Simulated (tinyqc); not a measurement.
Swing of the coupled dose with resist thickness: standing waves and exposure in a photoresist film.

Normal incidence from air. Unexposed resist: N1 = n1 + i k1 with k1 = (A + B) lam/(4 pi), lam in micrometres. r01 = (1 - N1)/(1 + N1), t01 = 2/(1 + N1). Below the resist lie the layer Na = na + i ka and the substrate Ns = ns + i ks: r12 = (r1a + ras x)/(1 + r1a ras x), x = exp(4 pi i Na da/lam), r1a = (N1 - Na)/(N1 + Na), ras = (Na - Ns)/(Na + Ns). With p = exp(2 pi i N1 d/lam), the field at depth z is E(z) = t01 [exp(2 pi i N1 z/lam) + r12 p^2 exp(-2 pi i N1 z/lam)]/(1 + r01 r12 p^2), the relative intensity I(z) = n1 |E(z)|^2 and the reflectance R = |(r01 + r12 p^2)/(1 + r01 r12 p^2)|^2.

Parameters, chosen for this exercise (a resist on Si, indices near tabulated ones; shifted at random, so the results belong to these values and not to a real crystal):

| symbol | value | unit | meaning |
|---|---|---|---|
| lam | 193 | nm | vacuum wavelength |
| n1 | 1.679 |  | resist index |
| A | 0.01 | 1/micrometre | bleachable absorption (Dill A) |
| B | 1.11 | 1/micrometre | fixed absorption (Dill B) |
| d | 184 | nm | resist thickness |
| ns | 0.866 |  | substrate n |
| ks | 2.722 |  | substrate k |
| na | 1.821 |  | n of the bottom antireflection layer |
| ka | 0.315 |  | its k |
| da | 75 | nm | its thickness |

The mean of I is taken over 800 depths; the relative dose to clear is taken as 1/(mean of I over the lowest period, 60 depths), scaled to 1 in the first row.

Swing:

| d (nm) | R | mean I | relative dose |
|---|---|---|---|
| 184.0 | 0.0568 | 0.8624 | 1.000 |
| 193.6 | 0.0823 | 0.8339 | 1.039 |
| 203.2 | 0.0918 | 0.8175 | 1.060 |
| 212.7 | 0.0771 | 0.8237 | 1.053 |
| 222.3 | 0.0520 | 0.8423 | 1.037 |
| 231.9 | 0.0418 | 0.8499 | 1.038 |
| 241.5 | 0.0572 | 0.8341 | 1.067 |
| 251.1 | 0.0811 | 0.8082 | 1.107 |
| 260.6 | 0.0900 | 0.7939 | 1.128 |
| 270.2 | 0.0761 | 0.8000 | 1.123 |
| 279.8 | 0.0526 | 0.8165 | 1.107 |
| 289.4 | 0.0431 | 0.8225 | 1.109 |
| 298.9 | 0.0573 | 0.8077 | 1.139 |

The period is 57.5 nm, six rows. The relative dose swings between 1.000 and 1.139, a ratio (max - min)/mean of 0.129, against the estimate 4 sqrt(|r01|^2 |r12|^2) exp(-(A + B) d) = 0.056 for the oscillating part alone; the ratio from the table also holds the slow rise from absorption, 13.9 % over two periods, so the two are not strictly comparable.

Run: tinyqc, `OMP_NUM_THREADS=1 python tinyqc.py 1682737 1682738 out.jsonl`; Intel(R) Xeon(R) Processor @ 2.30GHz, one thread, shared host; about 0.01 s of CPU time with all checks.
